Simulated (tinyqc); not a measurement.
Grain growth, pinning, strength and diffusional creep of a polycrystal or thin film: one step, computed by the program tinyqc. Command: `OMP_NUM_THREADS=1 python tinyqc.py 3017107 3017108 out.jsonl grain walk`. One thread of a shared host (Intel(R) Xeon(R) Processor @ 2.30GHz), about 0.01 s of CPU time with the checks.

One mean grain size d describes the structure.

Task: Diffusional creep at T_c. Nabarro-Herring rate = 14 sigma Omega D_l/(k_B T d^2), D_l = D0 exp(-Q_l/(k_B T)); Coble rate = 14 pi sigma Omega delta D_b/(k_B T d^3), delta D_b = delta D0b exp(-Q_b/(k_B T)); they are equal at d_x = pi delta D_b/D_l.

Inputs (values chosen for the exercise, for a model solid):
```
quantity                         value        unit
atomic volume Omega              20.02  angstrom^3
anneal temperature T              2025           K
lattice diffusion energy Q_l      4.94          eV
boundary diffusion energy Q_b     2.59          eV
lattice prefactor D0           2.4e-05       m^2/s
boundary prefactor delta D0b   8.6e-15       m^3/s
applied stress sigma                25         MPa
service temperature T_c            602           K
```

grain size d = 232.6597 nm

Constants: k_B = 1.380649e-23 J/K; k_B = 8.617333262e-05 eV/K.

Give: Nabarro-Herring rate; Coble rate; crossover size d_x; time to 1 % strain.

Result:

Nabarro-Herring rate = 1.646e-33 1/s

Coble rate = 3.755e-16 1/s

crossover size d_x = 5.309e+16 micrometre

time to 1 % strain = 2.663e+13 s

Boundary diffusion carries the creep, by a factor 2.3e17. Caution: the time to 1 % strain exceeds a century, so diffusional creep is negligible in practice.
